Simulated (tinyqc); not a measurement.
Worked calculation (part 1 of 2): RHF in the sto-3g basis, for H6, spin multiplicity 1. Computed by tinyqc, a small Python program that keeps every step (integrals from PySCF). Settings: charge = 0, multiplicity = 1, basis = sto-3g, energy threshold = 1e-08, iteration cap = 73, orthogonalisation = canonical, start = random, DIIS depth = 8, DIIS from iteration = 2, shift = 0.2, method = RHF. Command: `OMP_NUM_THREADS=1 python tinyqc.py 21909 21910 out.jsonl` (the two numbers bound the seeds that draw the settings). One thread of a shared host (Intel(R) Xeon(R) Processor @ 2.60GHz), about 0.05 s of CPU time with the checks. Later iterations appear only in the table of the cycle.

## One-electron integrals

Geometry (angstrom):
```
atom         x         y         z
H     0.000000  0.000000  0.000000
H     0.000000  0.000000  0.936000
H     0.000000  0.000000  2.255000
H     0.000000  0.000000  3.191000
H     0.000000  0.000000  4.511000
H     0.000000  0.000000  5.447000
```

Basis sto-3g: exponents (1/bohr^2) and contraction coefficients of normalised primitives:
```
element  l (shell)  exponent  coefficient
H            s (1)  3.425251     0.154329
H            s (1)  0.623914     0.535328
H            s (1)  0.168855     0.444635
```

Overlap, kinetic and nuclear-attraction integrals over the contracted functions; the nuclear repulsion is the sum of Za Zb / Rab.

nuclear repulsion = 4.24803870 hartree

overlap S, order 1H 1s, 2H 1s, 3H 1s, 4H 1s, 5H 1s, 6H 1s:
```
[[1.000000, 0.534944, 0.077291, 0.012101, 0.000451, 0.000026],
 [0.534944, 1.000000, 0.330475, 0.077291, 0.005037, 0.000451],
 [0.077291, 0.330475, 1.000000, 0.534944, 0.077156, 0.012074],
 [0.012101, 0.077291, 0.534944, 1.000000, 0.330027, 0.077156],
 [0.000451, 0.005037, 0.077156, 0.330027, 1.000000, 0.534944],
 [0.000026, 0.000451, 0.012074, 0.077156, 0.534944, 1.000000]]
```

kinetic energy T (hartree), order 1H 1s, 2H 1s, 3H 1s, 4H 1s, 5H 1s, 6H 1s:
```
[[0.760032, 0.136796, -0.011475, -0.005096, -0.000385, -0.000033],
 [0.136796, 0.760032, 0.030734, -0.011475, -0.002708, -0.000385],
 [-0.011475, 0.030734, 0.760032, 0.136796, -0.011475, -0.005088],
 [-0.005096, -0.011475, 0.136796, 0.760032, 0.030580, -0.011475],
 [-0.000385, -0.002708, -0.011475, 0.030580, 0.760032, 0.136796],
 [-0.000033, -0.000385, -0.005088, -0.011475, 0.136796, 0.760032]]
```

nuclear attraction V (hartree), order 1H 1s, 2H 1s, 3H 1s, 4H 1s, 5H 1s, 6H 1s:
```
[[-2.384576, -1.274088, -0.173194, -0.026670, -0.000981, -0.000057],
 [-1.274088, -2.667346, -0.791586, -0.180937, -0.011211, -0.000980],
 [-0.173194, -0.791586, -2.802341, -1.411713, -0.180584, -0.026606],
 [-0.026670, -0.180937, -1.411713, -2.802106, -0.790285, -0.172852],
 [-0.000981, -0.011211, -0.180584, -0.790285, -2.666955, -1.273958],
 [-0.000057, -0.000980, -0.026606, -0.172852, -1.273958, -2.384420]]
```

core Hamiltonian H = T + V (hartree), order 1H 1s, 2H 1s, 3H 1s, 4H 1s, 5H 1s, 6H 1s:
```
[[-1.624544, -1.137292, -0.184668, -0.031766, -0.001366, -0.000090],
 [-1.137292, -1.907314, -0.760852, -0.192412, -0.013918, -0.001365],
 [-0.184668, -0.760852, -2.042309, -1.274917, -0.192059, -0.031694],
 [-0.031766, -0.192412, -1.274917, -2.042074, -0.759705, -0.184326],
 [-0.001366, -0.013918, -0.192059, -0.759705, -1.906923, -1.137163],
 [-0.000090, -0.001365, -0.031694, -0.184326, -1.137163, -1.624388]]
```

## Two-electron integrals

Functions are numbered as in S; the eight-fold symmetry (ij|kl) = (ji|kl) = (kl|ij) leaves the list below.

Two-electron integrals (ij|kl) in chemists' order, unique and non-zero (hartree):
```
(11|11) 0.774606   (21|11) 0.339875   (21|21) 0.186254   (22|11) 0.499377
(22|21) 0.339875   (22|22) 0.774606   (31|11) 0.033884   (31|21) 0.020862
(31|22) 0.044105   (31|31) 0.002967   (32|11) 0.110157   (32|21) 0.076759
(32|22) 0.186800   (32|31) 0.013077   (32|32) 0.064630   (33|11) 0.234369
(33|21) 0.158791   (33|22) 0.386800   (33|31) 0.033884   (33|32) 0.186800
(33|33) 0.774606   (41|11) 0.004108   (41|21) 0.002678   (41|22) 0.006021
(41|31) 0.000429   (41|32) 0.002030   (41|33) 0.006021   (41|41) 0.000067
(42|11) 0.020631   (42|21) 0.014091   (42|22) 0.033884   (42|31) 0.002567
(42|32) 0.013077   (42|33) 0.044105   (42|41) 0.000429   (42|42) 0.002967
(43|11) 0.104537   (43|21) 0.068124   (43|22) 0.158791   (43|31) 0.014091
(43|32) 0.076759   (43|33) 0.339875   (43|41) 0.002678   (43|42) 0.020862
(43|43) 0.186254   (44|11) 0.165830   (44|21) 0.104537   (44|22) 0.234369
(44|31) 0.020631   (44|32) 0.110157   (44|33) 0.499377   (44|41) 0.004108
(44|42) 0.033884   (44|43) 0.339875   (44|44) 0.774606   (51|11) 0.000107
(51|21) 0.000071   (51|22) 0.000167   (51|31) 0.000013   (51|32) 0.000069
(51|33) 0.000247   (51|41) 2.32e-06   (51|42) 0.000016   (51|43) 0.000120
(51|44) 0.000199   (51|51) 9.24e-08   (52|11) 0.001006   (52|21) 0.000658
(52|22) 0.001534   (52|31) 0.000128   (52|32) 0.000670   (52|33) 0.002593
(52|41) 0.000023   (52|42) 0.000172   (52|43) 0.001399   (52|44) 0.002594
(52|51) 9.92e-07   (52|52) 0.000011   (53|11) 0.012288   (53|21) 0.007719
(53|22) 0.017245   (53|31) 0.001500   (53|32) 0.007892   (53|33) 0.033816
(53|41) 0.000286   (53|42) 0.002252   (53|43) 0.020821   (53|44) 0.044021
(53|51) 0.000013   (53|52) 0.000171   (53|53) 0.002956   (54|11) 0.045612
(54|21) 0.027931   (54|22) 0.060510   (54|31) 0.005158   (54|32) 0.026361
(54|33) 0.109979   (54|41) 0.000988   (54|42) 0.007896   (54|43) 0.076634
(54|44) 0.186491   (54|51) 0.000048   (54|52) 0.000669   (54|53) 0.013035
(54|54) 0.064440   (55|11) 0.117308   (55|21) 0.070202   (55|22) 0.148021
(55|31) 0.012307   (55|32) 0.060581   (55|33) 0.234267   (55|41) 0.002257
(55|42) 0.017272   (55|43) 0.158706   (55|44) 0.386553   (55|51) 0.000107
(55|52) 0.001534   (55|53) 0.033816   (55|54) 0.186491   (55|55) 0.774606
(61|11) 0.000005   (61|21) 3.29e-06   (61|22) 0.000008   (61|31) 6.45e-07
(61|32) 3.39e-06   (61|33) 0.000014   (61|41) 1.18e-07   (61|42) 8.87e-07
(61|43) 0.000007   (61|44) 0.000014   (61|51) 5.16e-09   (61|52) 5.97e-08
(61|53) 8.85e-07   (61|54) 3.39e-06   (61|55) 0.000008   (62|11) 0.000076
(62|21) 0.000048   (62|22) 0.000107   (62|31) 0.000009   (62|32) 0.000048
(62|33) 0.000199   (62|41) 1.74e-06   (62|42) 0.000013   (62|43) 0.000120
(62|44) 0.000247   (62|51) 7.98e-08   (62|52) 9.92e-07   (62|53) 0.000016
(62|54) 0.000069   (62|55) 0.000167   (62|61) 5.16e-09   (62|62) 9.24e-08
(63|11) 0.001685   (63|21) 0.001035   (63|22) 0.002253   (63|31) 0.000193
(63|32) 0.000987   (63|33) 0.004098   (63|41) 0.000036   (63|42) 0.000286
(63|43) 0.002672   (63|44) 0.006007   (63|51) 1.73e-06   (63|52) 0.000023
(63|53) 0.000428   (63|54) 0.002022   (63|55) 0.006007   (63|61) 1.18e-07
(63|62) 2.31e-06   (63|63) 0.000067   (64|11) 0.009557   (64|21) 0.005768
(64|22) 0.012288   (64|31) 0.001032   (64|32) 0.005156   (64|33) 0.020590
(64|41) 0.000193   (64|42) 0.001500   (64|43) 0.014063   (64|44) 0.033816
(64|51) 0.000009   (64|52) 0.000128   (64|53) 0.002558   (64|54) 0.013035
(64|55) 0.044021   (64|61) 6.44e-07   (64|62) 0.000013   (64|63) 0.000428
(64|64) 0.002956   (65|11) 0.056954   (65|21) 0.033713   (65|22) 0.070202
(65|31) 0.005778   (65|32) 0.027965   (65|33) 0.104498   (65|41) 0.001037
(65|42) 0.007731   (65|43) 0.068094   (65|44) 0.158706   (65|51) 0.000048
(65|52) 0.000658   (65|53) 0.014063   (65|54) 0.076634   (65|55) 0.339875
(65|61) 3.29e-06   (65|62) 0.000071   (65|63) 0.002672   (65|64) 0.020821
(65|65) 0.186254   (66|11) 0.097150   (66|21) 0.056954   (66|22) 0.117308
(66|31) 0.009573   (66|32) 0.045667   (66|33) 0.165778   (66|41) 0.001688
(66|42) 0.012307   (66|43) 0.104498   (66|44) 0.234267   (66|51) 0.000076
(66|52) 0.001006   (66|53) 0.020590   (66|54) 0.109979   (66|55) 0.499377
(66|61) 0.000005   (66|62) 0.000107   (66|63) 0.004098   (66|64) 0.033816
(66|65) 0.339875   (66|66) 0.774606
```

## Orthogonalisation

S = U s U^T; canonical form X = U s^(-1/2), so that X^T S X = 1. Each column of U has its largest component positive (the first on a tie).

eigenvalues of S: [0.308568, 0.417248, 0.573445, 1.216694, 1.577980, 1.906065]

X, order 1H 1s, 2H 1s, 3H 1s, 4H 1s, 5H 1s, 6H 1s:
```
[[0.457802, -0.702548, 0.599771, -0.417395, -0.380922, 0.207625],
 [-0.708632, 0.804270, -0.406789, -0.239646, -0.398177, 0.289914],
 [0.954483, -0.236715, -0.588976, 0.423587, -0.112812, 0.368045],
 [-0.953726, -0.237766, 0.589170, 0.423876, 0.113004, 0.367860],
 [0.706955, 0.805413, 0.406599, -0.239375, 0.398793, 0.289404],
 [-0.456752, -0.703545, -0.599422, -0.416957, 0.381500, 0.207245]]
```

## Starting guess

The start is random orthonormal orbitals; D = 2 C_occ C_occ^T.

D at the start, order 1H 1s, 2H 1s, 3H 1s, 4H 1s, 5H 1s, 6H 1s:
```
[[0.487534, 0.012400, -0.428087, 0.677695, -0.907928, 0.812391],
 [0.012400, 1.595389, -0.482728, 0.563488, 0.842389, -0.518531],
 [-0.428087, -0.482728, 2.932375, -1.507152, -0.103596, -0.058936],
 [0.677695, 0.563488, -1.507152, 1.362146, -0.765444, 0.790931],
 [-0.907928, 0.842389, -0.103596, -0.765444, 2.332448, -1.937498],
 [0.812391, -0.518531, -0.058936, 0.790931, -1.937498, 1.637312]]
```

## Iteration 1: building the Fock matrix

J_ij = sum D_kl (ij|kl), K_ij = sum D_kl (ik|jl); F = H + J - 0.5 K; E = tr D H + tr D J / 2 - 0.25 tr D K + E_nn.

Coulomb J (hartree), order 1H 1s, 2H 1s, 3H 1s, 4H 1s, 5H 1s, 6H 1s:
```
[[1.830233, 1.134714, 0.176275, 0.027874, 0.001025, 0.000057],
 [1.134714, 2.481205, 0.838681, 0.186682, 0.011173, 0.000933],
 [0.176275, 0.838681, 2.784344, 1.324866, 0.165850, 0.023728],
 [0.027874, 0.186682, 1.324866, 2.304228, 0.683470, 0.146234],
 [0.001025, 0.011173, 0.165850, 0.683470, 2.069693, 0.976963],
 [0.000057, 0.000933, 0.023728, 0.146234, 0.976963, 1.687900]]
```

exchange K (hartree), order 1H 1s, 2H 1s, 3H 1s, 4H 1s, 5H 1s, 6H 1s:
```
[[0.650078, 0.660844, 0.135182, 0.114713, 0.015273, 0.033219],
 [0.660844, 1.301386, 0.561292, 0.236677, 0.072953, 0.017927],
 [0.135182, 0.561292, 1.481851, 0.418084, -0.011325, 0.004337],
 [0.114713, 0.236677, 0.418084, 0.468262, 0.152061, 0.048594],
 [0.015273, 0.072953, -0.011325, 0.152061, 0.681329, 0.040821],
 [0.033219, 0.017927, 0.004337, 0.048594, 0.040821, 0.409222]]
```

Fock matrix F (hartree), order 1H 1s, 2H 1s, 3H 1s, 4H 1s, 5H 1s, 6H 1s:
```
[[-0.119350, -0.333000, -0.075984, -0.061248, -0.007977, -0.016643],
 [-0.333000, -0.076801, -0.202818, -0.124069, -0.039222, -0.009396],
 [-0.075984, -0.202818, 0.001109, -0.159093, -0.020547, -0.010134],
 [-0.061248, -0.124069, -0.159093, 0.028022, -0.152266, -0.062389],
 [-0.007977, -0.039222, -0.020547, -0.152266, -0.177895, -0.180610],
 [-0.016643, -0.009396, -0.010134, -0.062389, -0.180610, -0.141099]]
```

total energy of this density = -0.48622225 hartree

## Iteration 1: diagonalisation and new density

A level shift of 0.2 hartree raises the virtual space: F + shift (S - S D(s) S), with D(s) the density of one spin (D/2). Diagonalise F' = X^T F X, C = X C', fill 3 alpha and 3 beta electrons from the bottom; D = 2 C_occ C_occ^T. Each column has its largest component positive (the first on a tie).

F' = X^T F X (hartree):
```
[[0.829848, -0.237525, 0.024261, -0.085351, -0.016103, 0.047343],
 [-0.237525, 0.370262, -0.223510, -0.058151, -0.051150, -0.062261],
 [0.024261, -0.223510, 0.309737, 0.091046, -0.004823, 0.007675],
 [-0.085351, -0.058151, 0.091046, 0.095951, 0.011226, 0.098485],
 [-0.016103, -0.051150, -0.004823, 0.011226, -0.080397, 0.126673],
 [0.047343, -0.062261, 0.007675, 0.098485, 0.126673, -0.221988]]
```

orbital energies (hartree): [-0.316239, -0.049422, 0.076986, 0.113792, 0.521944, 0.956352]

coefficients C, order 1H 1s, 2H 1s, 3H 1s, 4H 1s, 5H 1s, 6H 1s:
```
[[0.417608, -0.120118, 0.459797, -0.349981, 0.456635, -0.833108],
 [0.522991, -0.064382, -0.041603, -0.163694, -0.509860, 1.023896],
 [0.210709, -0.280894, -0.423161, 0.626466, -0.481343, -0.845611],
 [0.240857, 0.135788, -0.159888, 0.101568, 1.066020, 0.626322],
 [0.102523, 0.810413, -0.515224, -0.564373, -0.466880, -0.380341],
 [0.092451, 0.193175, 0.824021, 0.814394, 0.077187, 0.176581]]
```

D after iteration 1, order 1H 1s, 2H 1s, 3H 1s, 4H 1s, 5H 1s, 6H 1s:
```
[[0.800476, 0.414019, -0.145669, 0.021514, -0.582858, 0.788574],
 [0.414019, 0.558790, 0.291776, 0.247751, 0.045755, 0.003265],
 [-0.145669, 0.291776, 0.604729, 0.160534, 0.023971, -0.766950],
 [0.021514, 0.247751, 0.160534, 0.204030, 0.434233, -0.166506],
 [-0.582858, 0.045755, 0.023971, 0.434233, 1.865473, -0.517051],
 [0.788574, 0.003265, -0.766950, -0.166506, -0.517051, 1.449748]]
```

## Iteration 2: building the Fock matrix

As before.

Coulomb J (hartree), order 1H 1s, 2H 1s, 3H 1s, 4H 1s, 5H 1s, 6H 1s:
```
[[1.789661, 1.001014, 0.141098, 0.021821, 0.000808, 0.000047],
 [1.001014, 1.979318, 0.627003, 0.143864, 0.009344, 0.000848],
 [0.141098, 0.627003, 1.989177, 1.050552, 0.155624, 0.024606],
 [0.021821, 0.143864, 1.050552, 2.034898, 0.717697, 0.166037],
 [0.000808, 0.009344, 0.155624, 0.717697, 2.503908, 1.239045],
 [0.000047, 0.000848, 0.024606, 0.166037, 1.239045, 2.184166]]
```

exchange K (hartree), order 1H 1s, 2H 1s, 3H 1s, 4H 1s, 5H 1s, 6H 1s:
```
[[1.011203, 0.775730, 0.178336, 0.050967, -0.011985, 0.040253],
 [0.775730, 1.010865, 0.456766, 0.197878, 0.013656, 0.002244],
 [0.178336, 0.456766, 0.819626, 0.515705, 0.112286, -0.074953],
 [0.050967, 0.197878, 0.515705, 0.653932, 0.506949, 0.094054],
 [-0.011985, 0.013656, 0.112286, 0.506949, 1.499706, 0.789295],
 [0.040253, 0.002244, -0.074953, 0.094054, 0.789295, 1.120433]]
```

Fock matrix F (hartree), order 1H 1s, 2H 1s, 3H 1s, 4H 1s, 5H 1s, 6H 1s:
```
[[-0.340484, -0.524143, -0.132738, -0.035428, 0.005435, -0.020170],
 [-0.524143, -0.433428, -0.362232, -0.147487, -0.011402, -0.001639],
 [-0.132738, -0.362232, -0.462946, -0.482218, -0.092579, 0.030389],
 [-0.035428, -0.147487, -0.482218, -0.334142, -0.295483, -0.065316],
 [0.005435, -0.011402, -0.092579, -0.295483, -0.152867, -0.292765],
 [-0.020170, -0.001639, 0.030389, -0.065316, -0.292765, -0.000438]]
```

total energy of this density = -2.33105741 hartree

## Iteration 2: diagonalisation and new density

As before.

F' = X^T F X (hartree):
```
[[0.922423, 0.058667, 0.084028, -0.104139, -0.001206, -0.010818],
 [0.058667, 0.650139, 0.026474, -0.061344, -0.066575, -0.084764],
 [0.084028, 0.026474, 0.377625, 0.060057, -0.127419, -0.035494],
 [-0.104139, -0.061344, 0.060057, -0.281240, -0.063710, -0.053036],
 [-0.001206, -0.066575, -0.127419, -0.063710, -0.407955, 0.168006],
 [-0.010818, -0.084764, -0.035494, -0.053036, 0.168006, -0.607183]]
```

orbital energies (hartree): [-0.706058, -0.399476, -0.246437, 0.396972, 0.650640, 0.958167]

coefficients C, order 1H 1s, 2H 1s, 3H 1s, 4H 1s, 5H 1s, 6H 1s:
```
[[0.307952, 0.449040, 0.288753, 0.592678, -0.725359, -0.409935],
 [0.468619, 0.295265, 0.075315, -0.375120, 0.934122, 0.537361],
 [0.415554, -0.272479, -0.470493, -0.600819, -0.519953, -0.736170],
 [0.249496, -0.446861, 0.031971, 0.719954, -0.011249, 0.927142],
 [0.065794, -0.389211, 0.505309, 0.108870, 0.584464, -0.921568],
 [-0.032655, 0.041941, 0.485688, -0.580758, -0.640147, 0.662921]]
```

D after iteration 2, order 1H 1s, 2H 1s, 3H 1s, 4H 1s, 5H 1s, 6H 1s:
```
[[0.759700, 0.597290, -0.260480, -0.229188, -0.017200, 0.298042],
 [0.597290, 0.624914, 0.157695, -0.025232, -0.092061, 0.067321],
 [-0.260480, 0.157695, 0.936587, 0.420795, -0.208703, -0.507022],
 [-0.229188, -0.025232, 0.420795, 0.525911, 0.412988, -0.022722],
 [-0.017200, -0.092061, -0.208703, 0.412988, 0.822302, 0.453901],
 [0.298042, 0.067321, -0.507022, -0.022722, 0.453901, 0.477437]]
```

## Iteration 3: building the Fock matrix

As before.

Coulomb J (hartree), order 1H 1s, 2H 1s, 3H 1s, 4H 1s, 5H 1s, 6H 1s:
```
[[1.940181, 1.099471, 0.158228, 0.024751, 0.000920, 0.000053],
 [1.099471, 2.201206, 0.715715, 0.165098, 0.010394, 0.000908],
 [0.158228, 0.715715, 2.357715, 1.221661, 0.162499, 0.024072],
 [0.024751, 0.165098, 1.221661, 2.280217, 0.696642, 0.152013],
 [0.000920, 0.010394, 0.162499, 0.696642, 2.148032, 1.035492],
 [0.000053, 0.000908, 0.024072, 0.152013, 1.035492, 1.754971]]
```

exchange K (hartree), order 1H 1s, 2H 1s, 3H 1s, 4H 1s, 5H 1s, 6H 1s:
```
[[1.100935, 0.873510, 0.132382, -0.007066, -0.001469, 0.021319],
 [0.873510, 1.114984, 0.444991, 0.151800, -0.000075, -0.004555],
 [0.132382, 0.444991, 1.199068, 0.823233, 0.129468, -0.031037],
 [-0.007066, 0.151800, 0.823233, 1.043177, 0.496311, 0.165535],
 [-0.001469, -0.000075, 0.129468, 0.496311, 1.204062, 0.793033],
 [0.021319, -0.004555, -0.031037, 0.165535, 0.793033, 0.843893]]
```

Fock matrix F (hartree), order 1H 1s, 2H 1s, 3H 1s, 4H 1s, 5H 1s, 6H 1s:
```
[[-0.234830, -0.474576, -0.092631, -0.003481, 0.000289, -0.010697],
 [-0.474576, -0.263599, -0.267633, -0.103214, -0.003487, 0.001820],
 [-0.092631, -0.267633, -0.284128, -0.464873, -0.094294, 0.007897],
 [-0.003481, -0.103214, -0.464873, -0.283445, -0.311219, -0.115081],
 [0.000289, -0.003487, -0.094294, -0.311219, -0.360922, -0.498187],
 [-0.010697, 0.001820, 0.007897, -0.115081, -0.498187, -0.291364]]
```

total energy of this density = -3.10404081 hartree

## Iteration 3: DIIS over 2 matrices

error matrix X^T (FDS - SDF) X:
```
[[0.000000, -0.004544, -0.016214, 0.172852, -0.065299, -0.020788],
 [0.004544, 0.000000, -0.001141, 0.113190, 0.098238, 0.129985],
 [0.016214, 0.001141, 0.000000, -0.146310, 0.237745, 0.084361],
 [-0.172852, -0.113190, 0.146310, 0.000000, 0.008109, 0.002517],
 [0.065299, -0.098238, -0.237745, -0.008109, 0.000000, -0.000348],
 [0.020788, -0.129985, -0.084361, -0.002517, 0.000348, 0.000000]]
```

B (overlaps of the stored error matrices):
```
[[2.2767813e+00, 4.1242207e-01],
 [4.1242207e-01, 3.1867232e-01]]
```

Minimise |sum c_i e_i|^2 with sum c_i = 1: solve [B -1; -1 0][c; lambda] = [0; -1] with B_ij = tr e_i^T e_j, and take F = sum c_i F_i.

DIIS coefficients: [-0.052948, 1.052948]

extrapolated F (hartree), order 1H 1s, 2H 1s, 3H 1s, 4H 1s, 5H 1s, 6H 1s:
```
[[-0.229236, -0.471952, -0.090507, -0.001790, 0.000017, -0.010195],
 [-0.471952, -0.254607, -0.262624, -0.100870, -0.003068, 0.002003],
 [-0.090507, -0.262624, -0.274660, -0.463954, -0.094385, 0.006706],
 [-0.001790, -0.100870, -0.463954, -0.280761, -0.312052, -0.117716],
 [0.000017, -0.003068, -0.094385, -0.312052, -0.371938, -0.509064],
 [-0.010195, 0.002003, 0.006706, -0.117716, -0.509064, -0.306768]]
```

## Iteration 3: diagonalisation and new density

As before.

F' = X^T F X (hartree):
```
[[1.081631, -0.037237, -0.002002, -0.039009, -0.005889, -0.000437],
 [-0.037237, 0.763290, -0.054257, -0.005085, -0.025594, -0.027437],
 [-0.002002, -0.054257, 0.479841, 0.029012, -0.049066, -0.031860],
 [-0.039009, -0.005085, 0.029012, -0.361911, 0.022098, 0.013509],
 [-0.005889, -0.025594, -0.049066, 0.022098, -0.513055, -0.035527],
 [-0.000437, -0.027437, -0.031860, 0.013509, -0.035527, -0.588724]]
```

orbital energies (hartree): [-0.607954, -0.502107, -0.360101, 0.474416, 0.769853, 1.086966]

coefficients C, order 1H 1s, 2H 1s, 3H 1s, 4H 1s, 5H 1s, 6H 1s:
```
[[0.086767, 0.368889, 0.465187, -0.470193, -0.735368, 0.550867],
 [0.131077, 0.458712, 0.284013, 0.262068, 0.782521, -0.790716],
 [0.218120, 0.321370, -0.455950, 0.598543, -0.026067, 0.961195],
 [0.363700, 0.075811, -0.406892, -0.515896, -0.459873, -0.927249],
 [0.485021, -0.294394, 0.153501, -0.517341, 0.786894, 0.617713],
 [0.329446, -0.278429, 0.355250, 0.760479, -0.632989, -0.366044]]
```

D after iteration 3, order 1H 1s, 2H 1s, 3H 1s, 4H 1s, 5H 1s, 6H 1s:
```
[[0.720014, 0.625412, -0.149254, -0.259515, 0.009783, 0.182266],
 [0.625412, 0.616522, 0.093021, -0.066229, -0.055741, 0.032719],
 [-0.149254, 0.093021, 0.717490, 0.578432, -0.117611, -0.359193],
 [-0.259515, -0.066229, 0.578432, 0.607172, 0.183251, -0.091673],
 [0.009783, -0.055741, -0.117611, 0.183251, 0.690951, 0.592574],
 [0.182266, 0.032719, -0.359193, -0.091673, 0.592574, 0.624519]]
```
